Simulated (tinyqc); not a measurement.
Inside a calculation. Method: extended Hueckel theory, for H4. Computed by tinyqc, a small Python program that keeps every step (integrals from PySCF). Settings: charge = 0, K = 1.75, weighted = 1, multiplicity = 1. Command: `OMP_NUM_THREADS=1 python tinyqc.py 24228 24229 out.jsonl` (the two numbers bound the seeds that draw the settings). One thread of a shared host (Intel(R) Xeon(R) Processor @ 2.60GHz), about 0.01 s of CPU time with the checks.

## Overlaps

Geometry (angstrom):
```
atom        x        y        z
H     0.00000  0.00000  0.00000
H     0.00000  0.00000  0.70200
H     0.00000  0.00000  1.82500
H     0.00000  0.00000  2.52700
```

Parameters chosen for this run:
```
element  shell  Slater exponent  H_ii (eV)
H           1s          1.30000  -13.60000
```

Slater orbitals, each expanded in six Gaussians scaled to its exponent.

overlap S, order 1H 1s, 2H 1s, 3H 1s, 4H 1s:
```
[[1.00000, 0.66237, 0.13761, 0.04039],
 [0.66237, 1.00000, 0.39894, 0.13761],
 [0.13761, 0.39894, 1.00000, 0.66237],
 [0.04039, 0.13761, 0.66237, 1.00000]]
```

## Wolfsberg-Helmholz matrix

diagonal H_ii (eV): [-13.60000, -13.60000, -13.60000, -13.60000]

K = 1.75000

H_ij = K' S_ij (H_ii + H_jj)/2 for i != j (the diagonal keeps H_ii), with K' = K + D^2 + D^4 (1 - K), D = (H_ii - H_jj)/(H_ii + H_jj), K = 1.75.

H (eV), order 1H 1s, 2H 1s, 3H 1s, 4H 1s:
```
[[-13.60000, -15.76435, -3.27512, -0.96117],
 [-15.76435, -13.60000, -9.49487, -3.27512],
 [-3.27512, -9.49487, -13.60000, -15.76435],
 [-0.96117, -3.27512, -15.76435, -13.60000]]
```

## Orbitals

valence electrons = 4

Solve H C = S C e through S^(-1/2); fill by pairs from the bottom, a degenerate level sharing its electrons equally; each orbital has its largest coefficient positive (the first on a tie).

orbital energies (eV): [-18.79874, -16.15882, 1.70995, 21.37310]

occupations: [2.00000, 2.00000, 0.00000, 0.00000]

coefficients, order 1H 1s, 2H 1s, 3H 1s, 4H 1s:
```
[[0.30947, 0.49783, 0.87291, -0.86558],
 [0.38650, 0.35600, -0.69894, 1.21043],
 [0.38650, -0.35600, -0.69894, -1.21043],
 [0.30947, -0.49783, 0.87291, 0.86558]]
```

sum of one-electron energies = -69.91512 eV

## Mulliken analysis

P = C n C^T; charge = valence electrons (H 1) minus the sum of (P S)_ii on the atom; overlap population = 2 sum P_ij S_ij between two atoms.

charges: [-0.05231, 0.05231, 0.05231, -0.05231]

Overlap populations:
```
pair      value
2-1    0.786467
3-1   -0.031713
3-2    0.036144
4-1   -0.024564
4-2   -0.031713
4-3    0.786467
```
